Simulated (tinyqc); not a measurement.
Rectangular fin or nanosheet with a gate all round, subbands and threshold shift from confinement: one step of the calculation.

Undoped body with a flat potential across it, hard walls, transport along x. Three valley pairs (g = 2 each) with the longitudinal mass along x, y or z. Non-parabolicity enters the subband edges through E (1 + al E) = gamma, so E = 2 gamma/(1 + sqrt(1 + 4 al gamma)); motion within a subband is taken as parabolic with the band-edge mass. Energies are counted from the bulk band edge.

Problem. Threshold shift. Each subband has N_k = g sqrt(2 mx m0 kB T/(pi hbar^2)); without degeneracy n = exp(EF/Vt) sum N_k exp(-E_k/Vt). Classical value Nc times t H, Nc = sum over valleys of 2 g (m m0 kB T/(2 pi hbar^2))^1.5 with m = (mx my mz)^(1/3). Threshold shift dVT = Vt ln(classical value/sum N_k exp(-E_k/Vt)). Use the subbands listed.

Parameters, values chosen for the exercise; masses close to those of silicon:

| symbol | value | unit | meaning |
|---|---|---|---|
| T | 300 | K | temperature |
| ml | 0.92 | m0 | longitudinal mass |
| mt | 0.194 | m0 | transverse mass |
| t | 5.1 | nm | width (along y) |
| H | 20.4 | nm | height (along z) |

Constants: q = 1.602176634e-19 C, kB = 1.380649e-23 J/K, hbar = 1.054571817e-34 J s, m0 = 9.1093837015e-31 kg, Vt = kB T/q. Results are converted to the units shown.

```
subband	E_k (eV)	N_k (cm^-1)
y1,1	0.020371864	4.0939405e6
y1,2	0.034344613	4.0939405e6
y1,3	0.057632529	4.0939405e6
y2,1	0.067514705	4.0939405e6
z1,1	0.075503473	4.0939405e6
```

Give: shares; sum N_k exp(-E_k/Vt); Nc; classical value; dVT.

Solution.

shares, subband y1,1 to z1,1 (%): 47.640  27.749  11.273  7.691  5.647
sum N_k exp(-E_k/Vt) = 3.9078e6 cm^-1
Nc = 2.8017e19 cm^-3
classical value = 2.9149e7 cm^-1
dVT = 51.948 mV

Program tinyqc, `OMP_NUM_THREADS=1 python tinyqc.py 2350121 2350122 out.jsonl`; Intel Xeon 2.30GHz, shared host, one thread, about 0.2 s.
